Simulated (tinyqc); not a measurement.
From results back to parameters: carrier statistics of a doped semiconductor with parabolic bands.

Problem. With Boltzmann statistics and no minority carriers, n (n + NA)/(ND - NA - n) = K(T) = (N(T)/2) exp(-E/kB T), E the ionisation energy of the majority dopant and N = 2 (m kB T/(4 pi c))^(3/2) with c = hbar^2/2m0, in 1/angstrom^3; times 1e24 for 1/cm^3, m = m_d. The density below was computed from a hidden E.

Constants: hbar^2/2m0 = 3.80998211 eV angstrom^2; kB = 8.617333262e-05 eV/K.

Parameters, chosen for this exercise (near those of InSb; the results hold for these values, not for the real material):
```
symbol  value    unit    meaning
ND      4.3e+13  1/cm^3  donors
NA      5.6e+12  1/cm^3  acceptors
m_d     0.014    m0      density-of-states mass of the majority band
Ta      10       K
```

n(Ta) = 2.1877e+13 1/cm^3

Find: K(Ta); E.

Solution. The left side gives K; then E = kB T ln(N/(2 K)).

K(Ta) = 3.87e+13 1/cm^3
E = 0.0010 eV

Computed by tinyqc, a small Python program: `OMP_NUM_THREADS=1 python tinyqc.py 1651340 1651341 out.jsonl` (the numbers bound the seed that draws the inputs); one thread of a shared host (Intel(R) Xeon(R) Processor @ 2.30GHz), about 0.01 s for the whole set of steps.
